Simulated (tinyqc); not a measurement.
Against the doping: grain-boundary trapping model (Seto) of a polycrystalline semiconductor film. Computed by tinyqc, a small Python program. Command: `OMP_NUM_THREADS=1 python tinyqc.py 3026521 3026522 out.jsonl poly walk`. One thread of a shared host (Intel(R) Xeon(R) Processor @ 2.30GHz), about 0.01 s of CPU time with the checks.

Grains of equal size L are joined by thin boundaries with one trap level. Trapped carriers deplete a width W on each side and raise a barrier, crossed by thermionic emission. Dopants are fully ionised, statistics are non-degenerate and mu_g does not depend on T.

Inputs (values chosen for the exercise, modelled on polycrystalline silicon):
```
quantity                                     value        unit
permittivity eps                              11.7           -
effective mass m                               0.4         m_0
effective density of states at 300 K, N_c  1.9e+19      1/cm^3
grain size L                                    25          nm
trap density Q_t                           4.7e+12      1/cm^2
trap level E_t below the band edge            0.47          eV
mobility inside the grains mu_g                 80  cm^2/(V s)
temperature T                                  400           K
```

Grain interior: resistance included.

Constants: e = 1.602176634e-19 C; eps_0 = 8.8541878128e-12 F/m; k_B = 8.617333262e-05 eV/K; m_0 = 9.1093837015e-31 kg; k_B = 1.380649e-23 J/K.

Method:
- If all traps fill, the grain is just depleted at N* = Q_t/L, with the barrier e Q_t L/(8 eps eps_0).
- N_c(T) = N_c (T/300 K)^(3/2). Filled traps Q = Q_t/(1 + (1/2) exp((E_t* - E_F)/k_B T)), where E_t* = e V_B - E_t and E_F are counted from the band edge at the grain centre. Partial depletion: Q = 2 N W, V_B = e N W^2/(2 eps eps_0), E_F = k_B T ln(N/N_c); solve for W. If that W would exceed L/2 the grain is fully depleted: W = L/2, Q = N L, and E_F follows from the trap equation. Centre density n_0 = N_c exp(E_F/k_B T).
- Boundary: sigma_b = L e^2 n_0 exp(-e V_B/k_B T)/sqrt(2 pi m k_B T); drift through the grain, depleted parts included: rho_g = [(1 - 2W/L) + (2W/L) int_0^1 exp(y^2 s^2) ds]/(e n_0 mu_g); rho = 1/sigma_b + rho_g. Mean carrier density n_av = n_0 [(1 - 2W/L) + (2W/L) (sqrt(pi)/2) erf(y)/y], y = sqrt(e V_B/k_B T); effective mobility 1/(e n_av rho).

N* = 1.88e+18 1/cm^3

The same film:
```
N (1/cm^3)  W (nm)  V_B (V)  mean density (1/cm^3)  mobility (cm^2/(V s))  rho (ohm cm)
5.60e+16    12.500  0.00677             6.1394e+11                 63.500    1.6010e+05
1.90e+17    12.500  0.02296             3.1280e+12                 57.271    3.4841e+04
4.70e+17    12.500  0.05679             1.9482e+13                 39.662    8.0777e+03
9.40e+17    12.500  0.11358             2.2832e+14                 14.839    1.8422e+03
1.50e+18    12.500  0.18124             5.1269e+15                  3.233    3.7651e+02
2.30e+18    10.201  0.18507             1.1402e+18                  2.407    2.2740e+00
3.80e+18     6.183  0.11236             2.8331e+18                 12.169    1.8103e-01
7.50e+18     3.133  0.05694             6.8267e+18                 36.370    2.5138e-02
1.90e+19     1.237  0.02248             1.8660e+19                 55.886    5.9851e-03
7.50e+19     0.313  0.00569             7.4901e+19                 63.256    1.3173e-03
```

What does the comparison show, and why?

The barrier peaks among these rows at N = 2.3e18 (0.185 V) and the mobility has its minimum at 2.3e18; N* is 1.9e18. While the grain is fully depleted (W = L/2) V_B grows as N; once all traps are filled it falls as 1/N (last exponent -1.00). Partly depleted rows (W < L/2) with e V_B below 2 k_B T stretch the depletion approximation. Where N approaches N_c the non-degenerate statistics fail. rho drops most steeply, as N^-12.0, between 1.5e18 and 2.3e18.

Extremes, crossings and ranges named in words are read from the listed rows.
